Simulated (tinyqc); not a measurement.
Inside a calculation. Model: Born-Mayer model of an ionic crystal AB. Computed by tinyqc, a small Python program that keeps every step. Command: `OMP_NUM_THREADS=1 python tinyqc.py 3027390 3027391 out.jsonl bornmayer walk`. One thread of a shared host (Intel(R) Xeon(R) Processor @ 2.30GHz), about 0.01 s of CPU time with the checks. Intermediate numbers are printed to about 6 digits and carried at full precision; extremes and crossings named in words are read from the listed rows.

Energies are per ion pair and r is the nearest distance of unlike ions.

Inputs (values chosen for the exercise, for a model salt):
```
quantity                        value           unit
ionic charge z                      1              -
unlike repulsion lambda          1320             eV
range rho                       0.323       angstrom
like repulsion lambda2            172             eV
dispersion C between like ions      7  eV angstrom^6
pressure P                          5            GPa
```

Structure: rock salt. Short range: with like-ion terms.

Constants: e^2/(4 pi eps_0) = 14.39964548 eV angstrom; 1 eV/angstrom^3 = 160.2176634 GPa.

## Equilibrium distance at zero pressure

Madelung constant M, unlike neighbours z1, like neighbours z2 at f r, volume per pair: rock salt 1.747565, 6, 12, sqrt2, 2 r^3; caesium chloride 1.762675, 8, 6, 2/sqrt3, 8 r^3/(3 sqrt3); zinc blende 1.638055, 4, 12, sqrt(8/3), 16 r^3/(3 sqrt3). U(r) = -M z^2 e^2/(4 pi eps_0 r) + z1 lambda exp(-r/rho) + z2 [lambda2 exp(-f r/rho) - C/(f r)^6] (one mean like-ion term for both sublattices). Newton steps on g(r) = U'(r), from r = 9 rho: r(new) = r - U'(r)/U''(r), with the move limited to 0.3 angstrom. Where U'' is negative, move 0.3 angstrom downhill. Stop when |U'| is below 1e-9.

Newton steps:
```
step  r (angstrom)  U' (eV/angstrom)  U'' (eV/angstrom^2)
1          2.90700      -3.91296e-02              7.35071
2          2.91232      -3.82692e-04              7.20735
3          2.91238      -3.76359e-08              7.20593
4          2.91238      -1.66533e-16              7.20593
```

equilibrium distance r0 = 2.91238 angstrom

## Terms of the lattice energy

The formulas are those given above.

terms (eV): Coulomb -8.64048, unlike repulsion 0.96127, like repulsion 0.00598, dispersion -0.01721

lattice energy U = -7.69043 eV per pair

The short-range terms together cancel 11.0 % of the Coulomb energy.

## Bulk modulus

B = U''(r0)/(9 c r0), with the volume written as c r^3.

U''(r0) = 7.20593 eV/angstrom^2

bulk modulus B = 22.0232 GPa

## Under pressure

With the volume written as c r^3, under pressure take the root at the minimum of the enthalpy and solve U'(r) + 3 c r^2 P = 0; H = U + P V; B = (U'' - 2 U'/r)/(9 c r).

distance at P = 2.76295 angstrom

volume at P = 42.1842 angstrom^3

enthalpy at P = -6.27668 eV per pair

bulk modulus at P = 43.0817 GPa

The volume shrinks by 14.62 %, against P/B = 22.70 % in linear elasticity: the crystal stiffens.

## Three structures under pressure

The formulas are those given above.

Enthalpy (eV per pair):
```
P (GPa)  rock salt  caesium chloride  zinc blende
0          -7.6904          -7.48890      -7.5276
2          -7.0979          -6.97092      -6.7549
5          -6.2767          -6.24625      -5.7096
10         -5.0250          -5.13214      -4.1478
20         -2.7891          -3.12384      -1.4121
40          1.0867           0.39125       3.2373
70          6.0938           4.97284       9.1388
100        10.5332           9.06209      14.3045
```

volumes at zero pressure (angstrom^3): rock salt 49.4052, caesium chloride 42.9522, zinc blende 65.4100

At zero pressure the order is rock salt < zinc blende < caesium chloride. Between 5 and 10 GPa the lowest enthalpy passes from rock salt to caesium chloride. Pressure favours the denser structure, through P V. The Madelung constants, the number of repulsive contacts and the volumes (49.4, 43.0, 65.4 angstrom^3 at P = 0) all matter. Caution: rigid ions with fixed charges leave out polarisation and covalency, so such models often misplace transition pressures.

Checks made by the program: Madelung constant against an Ewald sum (relative difference 2e-07); Newton against bracketing (relative difference below 1e-10).
